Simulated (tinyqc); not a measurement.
Worked calculation: Raman shift of the zone-centre optical phonon of a diamond-structure crystal under stress. Computed by tinyqc, a small Python program that keeps every step. Command: `OMP_NUM_THREADS=1 python tinyqc.py 3031703 3031704 out.jsonl ramanstress walk`. One thread of a shared host (Intel(R) Xeon(R) Processor @ 2.30GHz), about 0.01 s of CPU time with the checks. Intermediate numbers are printed to about 7 digits and carried at full precision; extremes and crossings named in words are read from the listed rows.

Axes x, y, z are the cube axes. Strain shifts the threefold optical mode and can split it; p, q and r are the phonon deformation potentials.

Inputs (values chosen for the exercise, modelled on silicon): unstrained frequency omega_0 = 519.8 1/cm; p/omega_0^2 = -1.87; q/omega_0^2 = -2.4; r/omega_0^2 = -0.685; C11 = 166.9 GPa; C12 = 63.85 GPa; C44 = 80.04 GPa; stress sigma (tension positive) = 0.093 GPa; polarisation angle phi = 10 degree; temperature coefficient d omega/dT = -0.021 1/(cm K); local temperature T = 330 K; laser wavelength = 532 nm.

Stress state: biaxial. Axis: [001].

Constants: h = 6.62607015e-34 J s; c = 299792458 m/s; k_B = 1.380649e-23 J/K.

## Compliances

S11 = (C11 + C12)/D, S12 = -C12/D, D = (C11 - C12)(C11 + 2 C12), S44 = 1/C44.

S11 = 7.600829 1/TPa

S12 = -2.103198 1/TPa

S44 = 12.49375 1/TPa

## Stress and strain tensors

Equal biaxial stress in the plane normal to the axis (unit vector n): sigma_ij = sigma (delta_ij - n_i n_j). eps_xx = S11 sigma_xx + S12 (sigma_yy + sigma_zz), and cyclic; eps_xy = S44 sigma_xy/2 (tensor strain).

stress (GPa), rows x, y, z:
```
[[0.093, 0.000, 0.000],
 [0.000, 0.093, 0.000],
 [0.000, 0.000, 0.000]]
```

strain (per mille), rows x, y, z:
```
[[0.5112797, 0.0000000, 0.0000000],
 [0.0000000, 0.5112797, 0.0000000],
 [0.0000000, 0.0000000, -0.3911948]]
```

volume strain = 0.6313646 per mille

## Secular matrix and shifts

Secular matrix: M_xx = p eps_xx + q (eps_yy + eps_zz), M_xy = 2 r eps_xy; its eigenvalues are omega^2 - omega_0^2, and the shifts are these over 2 omega_0.

M/(2 omega_0) (1/cm), rows x, y, z:
```
[[-0.3233927, 0.0000000, 0.0000000],
 [0.0000000, -0.3233927, 0.0000000],
 [0.0000000, 0.0000000, -0.4477059]]
```

shifts, in rising order (1/cm): [-0.4477059, -0.3233927, -0.3233927]

The triplet splits into a singlet and a doublet. Tension softens every mode.

## Mean shift and Grueneisen parameter

gamma = -(p + 2q)/(6 omega_0^2); the mean of the three shifts is -gamma omega_0 x (volume strain).

mode Grueneisen parameter gamma = 1.111667

mean shift = -0.3648304 1/cm

## The line seen from a (001) surface

Backscattering from a (001) surface: incident polarisation (cos phi, sin phi, 0). With Raman tensors (R_z)_xy = (R_z)_yx = 1 and cyclic, only the z component u_z of a mode counts: I = u_z^2 sin^2(2 phi) for parallel and u_z^2 cos^2(2 phi) for crossed polarisers. An unresolved line sits at the intensity-weighted shift, which is M_zz/(2 omega_0).

total intensity, parallel = 0.1169778

total intensity, crossed = 0.8830222

shift of the observed line = -0.4477059 1/cm

shift per stress = -4.814042 1/(cm GPa)

stress per shift = -207.7257 MPa cm

The z-polarised mode is an eigenmode here, so one line is seen.

## The same stress in different states

Uniaxial: sigma n n^T; biaxial: sigma (1 - n n^T); hydrostatic: sigma 1. The line seen from (001) is taken as unresolved, at the intensity-weighted shift M_zz/(2 omega_0).

Shifts (1/cm):
```
state                      lowest      middle     highest  line seen from (001)
uniaxial [100]         -0.2238529  -0.2238529  -0.0995398            -0.2238529
uniaxial [110]         -0.2651255  -0.2238529  -0.0582673            -0.2238529
uniaxial [001]         -0.2238529  -0.2238529  -0.0995398            -0.0995398
uniaxial [111]         -0.3203207  -0.1134625  -0.1134625            -0.1824152
biaxial, normal [001]  -0.4477059  -0.3233927  -0.3233927            -0.4477059
biaxial, normal [111]  -0.4337832  -0.4337832  -0.2269250            -0.3648304
hydrostatic            -0.5472457  -0.5472457  -0.5472457            -0.5472457
```

Seen from (001), uniaxial stress along [100] and along [110] give the same shift (-0.224), and equal biaxial stress in the plane gives twice as much (-0.448), since only sigma_xx + sigma_yy and sigma_zz enter M_zz. Stress along [001] gives -0.100. One measured shift therefore fixes the stress only once its state is assumed: read as uniaxial in the plane, a shift implies twice the stress that it does read as biaxial.

## Heating mistaken for stress

A temperature above 300 K shifts the line by (d omega/dT)(T - 300 K); divided by the shift per stress it poses as a stress; the total shift adds it to the shift of the observed line. The anti-Stokes to Stokes ratio is [(omega_L + omega_0)/(omega_L - omega_0)]^3 exp(-h c omega_0/(k_B T)) in photon counts, omega_L = 1/wavelength, resonance effects left out.

thermal shift = -0.63 1/cm

apparent stress from heating = 0.1308672 GPa

total shift = -1.077706 1/cm

anti-Stokes/Stokes ratio = 0.1224161

Heating poses as tension, 141 % of the true stress in size; the intensity ratio gives T apart from the shift.

Checks made by the program: mean of the eigenvalues against the trace rule (relative difference below 1e-10); weighted mean of the modes against M_zz (relative difference below 1e-10).
